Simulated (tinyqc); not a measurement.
## Bandgap voltage reference from two bipolar transistors: output against temperature

Two transistors of area 1 and N carry the same current I. Is(T) = Is (T/T0)^eta exp[(Vg0 q/kB)(1/T0 - 1/T)], VBE1 = Vt ln(I/Is(T)) + I rb, VBE2 = Vt ln(I/(N Is(T))) + I rb/N. The amplifier forces I R1(T) = VBE1 - VBE2 + Vos, with R(T) = R (1 + tc (T - T0)) for both resistors, and the output is Vref = VBE1 + I R2(T). Base currents and the Early effect are neglected.

Vt = kB T/q; I = (Vt ln N + Vos)/(R1(T) - rb (1 - 1/N)).

Parameters, values chosen for the exercise; values of the order met in silicon bipolar transistors: reference temperature T0 = 298 K; band-gap voltage extrapolated to 0 K Vg0 = 1.15 V; temperature exponent of the saturation current eta = 4.4; saturation current of the unit transistor at T0 Is = 2.6e-18 A; area ratio of the second transistor N = 8; resistor across which the difference of VBE falls, at T0 R1 = 6.7 kohm; temperature coefficient of both resistors tc = 0 ppm/K; offset of the amplifier Vos = 2.8 mV; series resistance of the unit transistor rb = 0 ohm; output resistor at T0 R2 = 59.47 kohm.

Constants: q = 1.602176634e-19 C, kB = 1.380649e-23 J/K. Results are converted to the units shown.

Result of one run:
```
I (uA)  VBE1 (V)  I R2 (V)  Vref (V)  Vref - Vref(T0) (mV)  dVref/dT (uV/K)
9.057     0.6975    0.5386     1.236                -2.395           -107.4
```

Which temperature T gave this result: 218, 233, 253, 298 or 323 K?

T = 323 K.

The whole series:
```
T (K)  I (uA)  VBE1 (V)  I R2 (V)  Vref (V)  Vref - Vref(T0) (mV)  dVref/dT (uV/K)
218     6.248    0.8701    0.3716     1.242                 3.229            7.860
233     6.650    0.8462    0.3954     1.242                 3.199           -11.66
253     7.184    0.8139    0.4273     1.241                 2.721           -35.81
273     7.719    0.7812    0.4591     1.240                 1.779           -58.13
298     8.388    0.7396    0.4988     1.238                     0           -83.82
323     9.057    0.6975    0.5386     1.236                -2.395           -107.4
348     9.725    0.6547    0.5784     1.233                -5.357           -129.3
373     10.39    0.6115    0.6181     1.230                -8.847           -149.6
398     11.06    0.5678    0.6579     1.226                -12.83           -168.6
423     11.73    0.5235    0.6976     1.221                -17.27           -186.5
```

VBE1 falls by 1.69 mV/K on average and I R2 rises by 1.59 mV/K. The slope of Vref vanishes at T = 224 K. Between 233 and 398 K Vref spans 16.0 mV, or 78.6 ppm/K by the box method (span over the average over T, over 165 K).

Computed by the program tinyqc: `OMP_NUM_THREADS=1 python tinyqc.py 2062140 2062141 out.jsonl`, one thread of a shared Intel Xeon 2.30GHz, about 0.03 s for the whole run.
